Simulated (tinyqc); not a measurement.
## Mass and degeneracy from charge and saturation current

Inverse problem. At high drain voltage only states moving towards the drain are filled: n = (N0/2) F_0(eta), N0 = gv m kB T/(pi hbar^2), F_0(x) = ln(1 + exp x), and I = q (N0/2) vT F_(1/2)(eta) per width, vT = sqrt(2 kB T/(pi m)), F_(1/2)(x) = (2/sqrt(pi)) int_0^infinity u^(1/2)/(1 + exp(u - x)) du. Find eta and m.

Values chosen for this exercise:
- T = 77 K (temperature)
- gv = 2 (valley degeneracy)

Constants: q = 1.602176634e-19 C, kB = 1.380649e-23 J/K, hbar = 1.054571817e-34 J s, m0 = 9.1093837015e-31 kg. Results are converted to the units shown.

n = 8.1967976e12 cm^-2
I = 918.34687 uA/um

Answer. The mass drops out of I^2/(q^2 n) = gv (kB T)^2 F_(1/2)^2/(pi^2 hbar^2 F_0), which rises with eta and so fixes it; n then gives m.

eta = 5.64
m = 0.524 m0

Computed by the program tinyqc: `OMP_NUM_THREADS=1 python tinyqc.py 2400116 2400117 out.jsonl`, one thread of a shared Intel Xeon 2.30GHz, about 0.01 s for the whole run.
